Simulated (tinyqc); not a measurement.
G0W0 on RHF in the sto-3g basis, for H6, spin multiplicity 1, step by step (part 1 of 2). Computed by tinyqc, a small Python program that keeps every step (integrals from PySCF). Settings: charge = 0, multiplicity = 1, basis = sto-3g, method = RHF, energy threshold = 1e-10, iteration cap = 52, orthogonalisation = symmetric, start = Wolfsberg-Helmholz matrix, DIIS depth = 6. Command: `OMP_NUM_THREADS=1 python tinyqc.py 24989 24990 out.jsonl` (the two numbers bound the seeds that draw the settings). One thread of a shared host (Intel(R) Xeon(R) Processor @ 2.60GHz), about 0.09 s of CPU time with the checks. The early iterations of the SCF are left out here.

## One-electron integrals

Geometry (angstrom):

| atom | x | y | z |
|---|---|---|---|
| H | 0.000000 | 0.000000 | 0.000000 |
| H | 0.000000 | 0.000000 | 0.806000 |
| H | 0.000000 | 0.000000 | 2.055000 |
| H | 0.000000 | 0.000000 | 2.861000 |
| H | 0.000000 | 0.000000 | 4.109000 |
| H | 0.000000 | 0.000000 | 4.916000 |

Basis sto-3g: exponents (1/bohr^2) and contraction coefficients of normalised primitives:

| element | l (shell) | exponent | coefficient |
|---|---|---|---|
| H | s (1) | 3.425251 | 0.154329 |
| H | s (1) | 0.623914 | 0.535328 |
| H | s (1) | 0.168855 | 0.444635 |

Overlap, kinetic and nuclear-attraction integrals over the contracted functions; the nuclear repulsion is the sum of Za Zb / Rab.

nuclear repulsion = 4.74200166 hartree

overlap S:
```
          1H 1s     2H 1s     3H 1s     4H 1s     5H 1s     6H 1s
1H 1s  1.000000  0.616929  0.108853  0.024385  0.001336  0.000139
2H 1s  0.616929  1.000000  0.362950  0.108853  0.009434  0.001333
3H 1s  0.108853  0.362950  1.000000  0.616929  0.109034  0.024385
4H 1s  0.024385  0.108853  0.616929  1.000000  0.363431  0.108853
5H 1s  0.001336  0.009434  0.109034  0.363431  1.000000  0.616283
6H 1s  0.000139  0.001333  0.024385  0.108853  0.616283  1.000000
```

kinetic energy T (hartree):
```
           1H 1s      2H 1s      3H 1s      4H 1s      5H 1s      6H 1s
1H 1s   0.760032   0.199493  -0.010675  -0.007837  -0.000946  -0.000142
2H 1s   0.199493   0.760032   0.042767  -0.010675  -0.004292  -0.000944
3H 1s  -0.010675   0.042767   0.760032   0.199493  -0.010666  -0.007837
4H 1s  -0.007837  -0.010675   0.199493   0.760032   0.042958  -0.010675
5H 1s  -0.000946  -0.004292  -0.010666   0.042958   0.760032   0.198955
6H 1s  -0.000142  -0.000944  -0.007837  -0.010675   0.198955   0.760032
```

nuclear attraction V (hartree):
```
           1H 1s      2H 1s      3H 1s      4H 1s      5H 1s      6H 1s
1H 1s  -2.518842  -1.576737  -0.260912  -0.057744  -0.003080  -0.000320
2H 1s  -1.576737  -2.805241  -0.923495  -0.272174  -0.022280  -0.003072
3H 1s  -0.260912  -0.923495  -2.958798  -1.749045  -0.272668  -0.057746
4H 1s  -0.057744  -0.272174  -1.749045  -2.958990  -0.924913  -0.260913
5H 1s  -0.003080  -0.022280  -0.272668  -0.924913  -2.805121  -1.574652
6H 1s  -0.000320  -0.003072  -0.057746  -0.260913  -1.574652  -2.518218
```

core Hamiltonian H = T + V (hartree):
```
           1H 1s      2H 1s      3H 1s      4H 1s      5H 1s      6H 1s
1H 1s  -1.758810  -1.377244  -0.271587  -0.065582  -0.004026  -0.000463
2H 1s  -1.377244  -2.045209  -0.880728  -0.282849  -0.026572  -0.004016
3H 1s  -0.271587  -0.880728  -2.198767  -1.549552  -0.283335  -0.065584
4H 1s  -0.065582  -0.282849  -1.549552  -2.198958  -0.881955  -0.271588
5H 1s  -0.004026  -0.026572  -0.283335  -0.881955  -2.045089  -1.375698
6H 1s  -0.000463  -0.004016  -0.065584  -0.271588  -1.375698  -1.758186
```

## Two-electron integrals

Functions are numbered as in S; the eight-fold symmetry (ij|kl) = (ji|kl) = (kl|ij) leaves the list below.

Two-electron integrals (ij|kl) in chemists' order, unique and non-zero (hartree):
```
(11|11) 0.774606   (21|11) 0.407662   (21|21) 0.255917   (22|11) 0.545460
(22|21) 0.407662   (22|22) 0.774606   (31|11) 0.050269   (31|21) 0.035005
(31|22) 0.063364   (31|31) 0.006057   (32|11) 0.132926   (32|21) 0.103046
(32|22) 0.209513   (32|31) 0.020914   (32|32) 0.079286   (33|11) 0.256799
(33|21) 0.196702   (33|22) 0.404661   (33|31) 0.050269   (33|32) 0.209513
(33|33) 0.774606   (41|11) 0.009083   (41|21) 0.006587   (41|22) 0.012426
(41|31) 0.001257   (41|32) 0.004569   (41|33) 0.012426   (41|41) 0.000277
(42|11) 0.032558   (42|21) 0.024925   (42|22) 0.050269   (42|31) 0.005391
(42|32) 0.020914   (42|33) 0.063364   (42|41) 0.001257   (42|42) 0.006057
(43|11) 0.133418   (43|21) 0.099000   (43|22) 0.196702   (43|31) 0.024925
(43|32) 0.103046   (43|33) 0.407662   (43|41) 0.006587   (43|42) 0.035005
(43|43) 0.255917   (44|11) 0.184943   (44|21) 0.133418   (44|22) 0.256799
(44|31) 0.032558   (44|32) 0.132926   (44|33) 0.545460   (44|41) 0.009083
(44|42) 0.050269   (44|43) 0.407662   (44|44) 0.774606   (51|11) 0.000352
(51|21) 0.000263   (51|22) 0.000518   (51|31) 0.000058   (51|32) 0.000228
(51|33) 0.000726   (51|41) 0.000014   (51|42) 0.000069   (51|43) 0.000417
(51|44) 0.000622   (51|51) 8.07e-07   (52|11) 0.002106   (52|21) 0.001567
(52|22) 0.003103   (52|31) 0.000364   (52|32) 0.001445   (52|33) 0.004939
(52|41) 0.000091   (52|42) 0.000463   (52|43) 0.003055   (52|44) 0.004938
(52|51) 0.000006   (52|52) 0.000040   (53|11) 0.019087   (53|21) 0.013691
(53|22) 0.026186   (53|31) 0.003257   (53|32) 0.013079   (53|33) 0.050366
(53|41) 0.000871   (53|42) 0.004657   (53|43) 0.035071   (53|44) 0.063481
(53|51) 0.000059   (53|52) 0.000464   (53|53) 0.006078   (54|11) 0.055533
(54|21) 0.038942   (54|22) 0.072530   (54|31) 0.008882   (54|32) 0.034926
(54|33) 0.133138   (54|41) 0.002410   (54|42) 0.013075   (54|43) 0.103212
(54|44) 0.209853   (54|51) 0.000171   (54|52) 0.001446   (54|53) 0.020980
(54|54) 0.079515   (55|11) 0.128785   (55|21) 0.088296   (55|22) 0.160209
(55|31) 0.019058   (55|32) 0.072449   (55|33) 0.256922   (55|41) 0.004979
(55|42) 0.026149   (55|43) 0.196813   (55|44) 0.404925   (55|51) 0.000352
(55|52) 0.003103   (55|53) 0.050366   (55|54) 0.209853   (55|55) 0.774606
(61|11) 0.000030   (61|21) 0.000022   (61|22) 0.000044   (61|31) 0.000005
(61|32) 0.000021   (61|33) 0.000073   (61|41) 1.33e-06   (61|42) 0.000007
(61|43) 0.000046   (61|44) 0.000073   (61|51) 8.21e-08   (61|52) 5.97e-07
(61|53) 0.000007   (61|54) 0.000021   (61|55) 0.000044   (61|61) 8.86e-09
(62|11) 0.000251   (62|21) 0.000182   (62|22) 0.000351   (62|31) 0.000043
(62|32) 0.000170   (62|33) 0.000620   (62|41) 0.000011   (62|42) 0.000058
(62|43) 0.000416   (62|44) 0.000724   (62|51) 7.25e-07   (62|52) 0.000006
(62|53) 0.000069   (62|54) 0.000227   (62|55) 0.000517   (62|61) 8.19e-08
(62|62) 8.02e-07   (63|11) 0.003775   (63|21) 0.002658   (63|22) 0.004977
(63|31) 0.000611   (63|32) 0.002406   (63|33) 0.009083   (63|41) 0.000163
(63|42) 0.000869   (63|43) 0.006587   (63|44) 0.012426   (63|51) 0.000011
(63|52) 0.000091   (63|53) 0.001259   (63|54) 0.004575   (63|55) 0.012429
(63|61) 1.33e-06   (63|62) 0.000014   (63|63) 0.000277   (64|11) 0.014994
(64|21) 0.010380   (64|22) 0.019052   (64|31) 0.002297   (64|32) 0.008869
(64|33) 0.032558   (64|41) 0.000611   (64|42) 0.003251   (64|43) 0.024925
(64|44) 0.050269   (64|51) 0.000043   (64|52) 0.000363   (64|53) 0.005399
(64|54) 0.020942   (64|55) 0.063370   (64|61) 0.000005   (64|62) 0.000058
(64|63) 0.001257   (64|64) 0.006057   (65|11) 0.072385   (65|21) 0.049145
(65|22) 0.088192   (65|31) 0.010371   (65|32) 0.038850   (65|33) 0.133307
(65|41) 0.002656   (65|42) 0.013654   (65|43) 0.098922   (65|44) 0.196555
(65|51) 0.000182   (65|52) 0.001565   (65|53) 0.024940   (65|54) 0.103074
(65|55) 0.407114   (65|61) 0.000022   (65|62) 0.000262   (65|63) 0.006581
(65|64) 0.034971   (65|65) 0.255318   (66|11) 0.107644   (66|21) 0.072452
(66|22) 0.128754   (66|31) 0.014994   (66|32) 0.055452   (66|33) 0.184943
(66|41) 0.003775   (66|42) 0.019052   (66|43) 0.133418   (66|44) 0.256799
(66|51) 0.000252   (66|52) 0.002105   (66|53) 0.032603   (66|54) 0.133059
(66|55) 0.545093   (66|61) 0.000030   (66|62) 0.000351   (66|63) 0.009083
(66|64) 0.050269   (66|65) 0.407114   (66|66) 0.774606
```

## Orthogonalisation

S = U s U^T; symmetric (Loewdin) form X = U s^(-1/2) U^T, so that X^T S X = 1.

eigenvalues of S: 0.238199  0.336991  0.479488  1.223615  1.655812  2.065896

X:
```
           1H 1s      2H 1s      3H 1s      4H 1s      5H 1s      6H 1s
1H 1s   1.209510  -0.439827   0.062641  -0.016549   0.001995  -0.000556
2H 1s  -0.439827   1.288949  -0.272333   0.065493  -0.006818   0.001992
3H 1s   0.062641  -0.272333   1.298254  -0.466547   0.065533  -0.016531
4H 1s  -0.016549   0.065493  -0.466547   1.298468  -0.272650   0.062632
5H 1s   0.001995  -0.006818   0.065533  -0.272650   1.288520  -0.439083
6H 1s  -0.000556   0.001992  -0.016531   0.062632  -0.439083   1.208902
```

## Iteration 6 (converged): orbitals

converged F (hartree):
```
           1H 1s      2H 1s      3H 1s      4H 1s      5H 1s      6H 1s
1H 1s  -0.332751  -0.568130  -0.134923  -0.023027  -0.000354  -0.002981
2H 1s  -0.568130  -0.379512  -0.296566  -0.134861  -0.015009  -0.000346
3H 1s  -0.134923  -0.296566  -0.384868  -0.575855  -0.135093  -0.022998
4H 1s  -0.023027  -0.134861  -0.575855  -0.385011  -0.296968  -0.134960
5H 1s  -0.000354  -0.015009  -0.135093  -0.296968  -0.379158  -0.567649
6H 1s  -0.002981  -0.000346  -0.022998  -0.134960  -0.567649  -0.332231
```

Diagonalise F' = X^T F X, C = X C', fill 3 alpha and 3 beta electrons from the bottom; D = 2 C_occ C_occ^T. Each column has its largest component positive (the first on a tie).

F' = X^T F X (hartree):
```
           1          2          3          4          5          6
1   0.038707  -0.607988   0.073913  -0.009487   0.004279  -0.005436
2  -0.607988   0.094075  -0.305824   0.077913  -0.009560   0.004271
3   0.073913  -0.305824   0.103994  -0.639059   0.077938  -0.009411
4  -0.009487   0.077913  -0.639059   0.104124  -0.306233   0.073909
5   0.004279  -0.009560   0.077938  -0.306233   0.093925  -0.607336
6  -0.005436   0.004271  -0.009411   0.073909  -0.607336   0.038433
```

orbital energies (hartree): MO1 -0.668397, MO2 -0.572956, MO3 -0.447546, MO4 0.397783, MO5 0.698517, MO6 1.065856

coefficients C:
```
            MO1        MO2        MO3        MO4        MO5        MO6
1H 1s  0.198104   0.372187  -0.379133  -0.632378  -0.803293  -0.542101
2H 1s  0.261791   0.399399  -0.289302   0.447053   0.887229   0.796593
3H 1s  0.366963   0.072371   0.427230   0.664824  -0.225282  -1.081951
4H 1s  0.367036  -0.074067   0.426841  -0.664104  -0.228109   1.082149
5H 1s  0.261426  -0.398795  -0.290648  -0.448694   0.886170  -0.795789
6H 1s  0.197611  -0.371255  -0.380520   0.634056  -0.801387   0.540847
```

D after iteration 6:
```
           1H 1s      2H 1s      3H 1s      4H 1s      5H 1s      6H 1s
1H 1s   0.643020   0.620395  -0.124689  -0.233369   0.027115   0.090478
2H 1s   0.620395   0.623501   0.002748  -0.113963  -0.013509   0.027079
3H 1s  -0.124689   0.002748   0.644850   0.623375  -0.114203  -0.233844
4H 1s  -0.233369  -0.113963   0.623375   0.644789   0.002860  -0.124786
5H 1s   0.027115  -0.013509  -0.114203   0.002860   0.623714   0.620625
6H 1s   0.090478   0.027079  -0.233844  -0.124786   0.620625   0.643351
```

## Convergence

Stop when the energy changes by less than 1e-10 hartree and every element of the error matrix X^T (F D S - S D F) X is below 3e-06.

Course of the cycle:

| iteration | E (hartree) | change | largest element of the error matrix |
|---|---|---|---|
| 1 | -3.27052366 | - | 8.51e-02 |
| 2 | -3.28660793 | -1.61e-02 | 1.53e-02 |
| 3 | -3.28719794 | -5.90e-04 | 2.53e-03 |
| 4 | -3.28721303 | -1.51e-05 | 2.27e-05 |
| 5 | -3.28721303 | -1.06e-09 | 8.87e-07 |
| 6 | -3.28721303 | -1.55e-12 | 1.86e-07 |

PySCF RHF in the same basis = -3.28721303 hartree

Converged in 6 iterations.

## Integrals over molecular orbitals

(pq|rs) = sum C_ip C_jq C_kr C_ls (ij|kl), one index at a time.

one-electron integrals over orbitals h = C^T H C (hartree):
```
           1          2          3          4          5          6
1  -2.261978   0.000305  -0.138772   0.000089  -0.074755  -0.000130
2   0.000305  -2.042621   0.000294  -0.159686  -0.000319  -0.062451
3  -0.138772   0.000294  -2.035717  -0.000519   0.144597  -0.000079
4   0.000089  -0.159686  -0.000519  -1.601521  -0.000191   0.150846
5  -0.074755  -0.000319   0.144597  -0.000191  -1.288188   0.000280
6  -0.000130  -0.062451  -0.000079   0.150846   0.000280  -1.165028
```

Two-electron integrals over orbitals (pq|rs), unique and non-zero (hartree):
```
(11|11) 0.415712    (21|11) -0.000067   (21|21) 0.129094    (22|11) 0.328907
(22|21) 0.000432    (22|22) 0.392810    (31|11) 0.082136    (31|21) -0.000187
(31|22) -0.058002   (31|31) 0.131421    (32|11) -0.000290   (32|21) -0.126652
(32|22) -0.000270   (32|31) -0.000334   (32|32) 0.144786    (33|11) 0.390285
(33|21) -0.000502   (33|22) 0.346460    (33|31) 0.045989    (33|32) 0.000368
(33|33) 0.390888    (41|11) 0.000015    (41|21) 0.034963    (41|22) -0.000097
(41|31) 0.000117    (41|32) 0.002996    (41|33) 0.000044    (41|41) 0.080111
(42|11) 0.054440    (42|21) -0.000255   (42|22) -0.003757   (42|31) 0.048572
(42|32) 0.000008    (42|33) 0.015403    (42|41) -0.000158   (42|42) 0.069075
(43|11) 0.000261    (43|21) 0.059407    (43|22) 0.000114    (43|31) 0.000251
(43|32) -0.058720   (43|33) -0.000106   (43|41) 0.015249    (43|42) 0.000146
(43|43) 0.073519    (44|11) 0.387458    (44|21) -0.000413   (44|22) 0.345327
(44|31) 0.041214    (44|32) 0.000275    (44|33) 0.378219    (44|41) 2.95e-06
(44|42) 0.023982    (44|43) -0.000063   (44|44) 0.392452    (51|11) 0.008444
(51|21) 0.000078    (51|22) 0.026097    (51|31) -0.022093   (51|32) 0.000089
(51|33) -0.009115   (51|41) 0.000094    (51|42) 0.039054    (51|43) 0.000114
(51|44) 0.000649    (51|51) 0.047546    (52|11) 0.000150    (52|21) 0.020831
(52|22) -0.000067   (52|31) 0.000194    (52|32) 0.004682    (52|33) 0.000095
(52|41) 0.055243    (52|42) 0.000070    (52|43) -0.038207   (52|44) 0.000080
(52|51) 0.000163    (52|52) 0.087820    (53|11) -0.063367   (53|21) 0.000245
(53|22) -0.002570   (53|31) -0.053178   (53|32) 0.000025    (53|33) -0.030134
(53|41) 0.000150    (53|42) -0.065726   (53|43) -0.000188   (53|44) -0.025178
(53|51) -0.033875   (53|52) -0.000041   (53|53) 0.070641    (54|11) 0.000224
(54|21) 0.126722    (54|22) 0.000263    (54|31) 0.000260    (54|32) -0.138260
(54|33) -0.000404   (54|41) 0.005920    (54|42) -0.000032   (54|43) 0.060209
(54|44) -0.000328   (54|51) -0.000050   (54|52) -0.002192   (54|53) 0.000011
(54|54) 0.148765    (55|11) 0.343270    (55|21) 0.000349    (55|22) 0.395597
(55|31) -0.047171   (55|32) -0.000201   (55|33) 0.357489    (55|41) -0.000066
(55|42) 0.001486    (55|43) 0.000107    (55|44) 0.366281    (55|51) 0.026540
(55|52) -0.000047   (55|53) -0.005661   (55|54) 0.000220    (55|55) 0.419894
(61|11) 0.000047    (61|21) -0.001942   (61|22) 0.000067    (61|31) 6.71e-07
(61|32) -0.013057   (61|33) -0.000034   (61|41) -0.028970   (61|42) 0.000107
(61|43) -0.050497   (61|44) -0.000016   (61|51) -0.000011   (61|52) 0.030745
(61|53) -0.000074   (61|54) 0.010071    (61|55) 0.000051    (61|61) 0.065938
(62|11) 0.014899    (62|21) 0.000097    (62|22) 0.031685    (62|31) -0.019468
(62|32) 0.000062    (62|33) 0.002555    (62|41) 0.000123    (62|42) 0.035829
(62|43) 0.000139    (62|44) 0.000650    (62|51) 0.043573    (62|52) 0.000170
(62|53) -0.037677   (62|54) -0.000049   (62|55) 0.030889    (62|61) -0.000036
(62|62) 0.045663    (63|11) -0.000008   (63|21) -0.039353   (63|22) 0.000080
(63|31) -0.000113   (63|32) 0.006084    (63|33) -3.22e-06   (63|41) -0.076989
(63|42) 0.000176    (63|43) -0.018224   (63|44) -0.000010   (63|51) -0.000077
(63|52) -0.055147   (63|53) -0.000182   (63|54) -0.005700   (63|55) 0.000080
(63|61) 0.029067    (63|62) -0.000107   (63|63) 0.082749    (64|11) -0.083743
(64|21) 0.000196    (64|22) 0.049940    (64|31) -0.125039   (64|32) 0.000305
(64|33) -0.047303   (64|41) -0.000099   (64|42) -0.050476   (64|43) -0.000247
(64|44) -0.046357   (64|51) 0.018757    (64|52) -0.000188   (64|53) 0.053609
(64|54) -0.000257   (64|55) 0.050330    (64|61) -3.73e-06   (64|62) 0.018364
(64|63) 0.000107    (64|64) 0.134290    (65|11) -0.000036   (65|21) 0.131135
(65|22) 0.000390    (65|31) -0.000113   (65|32) -0.129963   (65|33) -0.000506
(65|41) 0.036452    (65|42) -0.000240   (65|43) 0.062762    (65|44) -0.000429
(65|51) 0.000067    (65|52) 0.021922    (65|53) 0.000231    (65|54) 0.136244
(65|55) 0.000339    (65|61) -0.003286   (65|62) 0.000090    (65|63) -0.043888
(65|64) 0.000139    (65|65) 0.146794    (66|11) 0.443716    (66|21) -0.000121
(66|22) 0.350150    (66|31) 0.089837    (66|32) -0.000268   (66|33) 0.418751
(66|41) 0.000008    (66|42) 0.061151    (66|43) 0.000272    (66|44) 0.423784
(66|51) 0.009989    (66|52) 0.000163    (66|53) -0.072120   (66|54) 0.000208
(66|55) 0.375752    (66|61) 0.000050    (66|62) 0.017547    (66|63) 2.66e-06
(66|64) -0.098260   (66|65) -0.000096   (66|66) 0.499949
```

## Screening: direct RPA

With D = e_a - e_i and K = (ia|jb): diagonalise D^(1/2) (D + 4K) D^(1/2) = Z w^2 Z^T; X + Y = D^(1/2) Z w^(-1/2), each column of Z with its largest component positive (the first on a tie); E_c = (sum w - tr (D + 2K)) / 2.

D^(1/2) (D + 4K) D^(1/2) (hartree^2):
```
           1>4        1>5        1>6        2>4        2>5        2>6        3>4        3>5
1>4   1.478390   0.000456  -0.157573  -0.000642   0.257279   0.000648   0.057909   0.000662
1>5   0.000456   2.128418  -0.000070   0.179949   0.000860   0.260861   0.000488  -0.169595
1>6  -0.157573  -0.000070   3.465045   0.000555   0.182620  -0.000241  -0.244564  -0.000418
2>4  -0.000642   0.179949   0.000555   1.210551   0.000310   0.180761   0.000529  -0.277303
2>5   0.257279   0.000860   0.182620   0.000310   2.063284   0.000984  -0.158443  -0.000197
2>6   0.000648   0.260861  -0.000241   0.180761   0.000984   2.985038   0.000652  -0.206541
3>4   0.057909   0.000488  -0.244564   0.000529  -0.158443   0.000652   0.963174  -0.000741
3>5   0.000662  -0.169595  -0.000418  -0.277303  -0.000197  -0.206541  -0.000741   1.637300
3>6  -0.391181  -0.000445   0.188364   0.000851  -0.305992  -0.000677  -0.082452  -0.000958

           3>6
1>4  -0.391181
1>5  -0.000445
1>6   0.188364
2>4   0.000851
2>5  -0.305992
2>6  -0.000677
3>4  -0.082452
3>5  -0.000958
3>6   2.791317
```

excitation energies w (hartree): 0.953247  1.031853  1.151304  1.284154  1.397787  1.452514  1.731120  1.771369  1.891147

X + Y:
```
             1          2          3          4          5          6          7          8
1>4  -0.135065   0.000722   0.900817   0.001254   0.143600   0.000260  -0.201612   0.001457
1>5  -0.000096  -0.094064  -0.000504   0.385833  -0.002741   0.848960   0.001485   0.259981
1>6   0.096326   0.000089   0.108516   0.000301  -0.178564  -0.000661  -0.257905   0.002358
2>4  -0.001819   0.882621  -0.000247  -0.298768  -0.000297   0.150422   0.001105   0.104672
2>5   0.185173  -0.000069  -0.246551  -0.000622   0.829623   0.002343  -0.343085   0.002958
2>6  -0.000139  -0.039017  -0.000366   0.119344   0.000301  -0.383650   0.006133   0.890631
3>4   0.918646   0.001413   0.126406  -0.000665  -0.097023   0.000108   0.014519   0.000117
3>5   0.000553   0.427178  -0.001748   0.807652   0.000596  -0.234700  -0.001675  -0.150448
3>6   0.044231  -0.000048   0.226751   0.001502   0.435339   0.001117   0.786109  -0.004875

             9
1>4  -0.090073
1>5  -0.000210
1>6   0.905943
2>4   0.000209
2>5   0.039506
2>6  -0.000735
3>4  -0.068803
3>5  -0.000221
3>6   0.249381
```

RPA correlation energy = -0.06739838 hartree

## G0W0 on Hartree-Fock: HOMO

W(p,q,m) = sqrt2 sum_ia (pq|ia) (X+Y)_ia,m; Sigma_c(x) = sum_(i,m) W^2/(x - e_i + w_m) + sum_(a,m) W^2/(x - e_a - w_m); solve x = e_p + Sigma_c(x) by Newton steps; Z = 1/(1 - dSigma/dx); 1 hartree = 27.211386 eV.

The 12 largest terms at x = e_p (hartree; W for the signs of X + Y given):

| q | m | W | term |
|---|---|---|---|
| 1 | 4 | -0.096604 | 0.006201 |
| 2 | 1 | -0.077031 | 0.005501 |
| 6 | 7 | 0.129726 | -0.005187 |
| 4 | 1 | 0.074576 | -0.003092 |
| 5 | 4 | 0.083614 | -0.002877 |
| 4 | 9 | -0.082354 | -0.002478 |
| 5 | 8 | -0.084669 | -0.002457 |
| 6 | 9 | 0.074924 | -0.001649 |
| 3 | 4 | -0.045469 | 0.001610 |
| 5 | 6 | -0.057658 | -0.001279 |
| 4 | 5 | -0.050287 | -0.001127 |
| 6 | 3 | -0.051112 | -0.000980 |

Newton steps (hartree):

| step | x | Sigma_c(x) | Z |
|---|---|---|---|
| 0 | -0.447546 | -0.007897 | 0.980070 |
| 1 | -0.455286 | -0.007739 | 0.979984 |
| 2 | -0.455285 | -0.007739 | 0.979984 |

quasiparticle energy of the HOMO = -12.388947 eV

Hartree-Fock value = -12.178356 eV
